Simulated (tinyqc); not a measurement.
Worked calculation: coherent transport through a tight-binding region between two chains. Computed by tinyqc, a small Python program that keeps every step. Settings: temperature = 300, mu = 0.2. Command: `OMP_NUM_THREADS=1 python tinyqc.py 31383 31384 out.jsonl` (the two numbers bound the seeds that draw the settings). One thread of a shared host (Intel(R) Xeon(R) Processor @ 2.60GHz), about 0.09 s of CPU time with the checks.

## Transmission at E = 0.41 eV

H of the central region (eV):
```
          1         2         3         4
1  -0.62000  -1.30000   0.00000   0.00000
2  -1.30000   0.64000  -1.30000   0.00000
3   0.00000  -1.30000  -0.57000  -1.30000
4   0.00000   0.00000  -1.30000   0.64000
```

Leads: semi-infinite chains with site energy 0:
```
parameter                           value
lead hopping t (eV)              2.420000
coupling to the left lead (eV)   1.150000
coupling to the right lead (eV)  0.830000
left contact site                       1
right contact site                      4
```

E = 0.41000 eV

Surface Green function g = (E - i sqrt(4 t^2 - E^2)) / (2 t^2); self-energy tc^2 g on each contact site; G = (E - H - Sigma)^(-1); Gamma = -2 Im Sigma; T = Gamma_L Gamma_R |G_LR|^2; local density of states -Im G_ii / pi.

g = 0.03500-0.41174i 1/eV

G (1/eV):
```
                   1                  2                  3                  4
1   0.20906-0.09766i   0.57013-0.01367i  -0.10819+0.09524i  -0.48858-0.05813i
2   0.57013-0.01367i  -0.43714-0.22847i   0.12176-0.02675i   0.34536+0.24863i
3  -0.10819+0.09524i   0.12176-0.02675i   0.12973-0.09997i   0.54968+0.10212i
4  -0.48858-0.05813i   0.34536+0.24863i   0.54968+0.10212i  -0.75973-0.32561i
```

local density of states (1/eV): 0.03109  0.07272  0.03182  0.10365

transmission = 0.14956

## Transmission across the band

The same steps on a grid of energies.

T(E):
```
E (eV)             T
-4.5980000  3.95e-06
-4.1382000  2.99e-05
-3.6784000   0.00015
-3.2186000   0.00090
-2.7588000   0.00830
-2.2990000   0.30768
-1.8392000   0.24856
-1.3794000   0.32036
-0.9196000   0.35142
-0.4598000   0.14319
0.0000000    0.10609
0.4598000    0.16323
0.9196000    0.63494
1.3794000    0.41456
1.8392000    0.21714
2.2990000    0.77407
2.7588000    0.01080
3.2186000    0.00103
3.6784000    0.00017
4.1382000   3.21e-05
4.5980000   4.18e-06
```

levels of the isolated region (eV): -2.16279  -0.99966  1.03364  2.21881

## Current

I = (2e/h) int T(E) [f(E - mu - V/2) - f(E - mu + V/2)] dE at 300 K with mu = 0.2 eV, the bias not changing H; 2e^2/h = 77.48092 microsiemens; the integral runs over the band on 4001 points.

Current:
```
V (volt)  I (microampere)
0.01000           0.09034
0.05000           0.45188
0.10000           0.90500
0.20000           1.81997
0.40000           3.72242
0.80000           8.20090
```
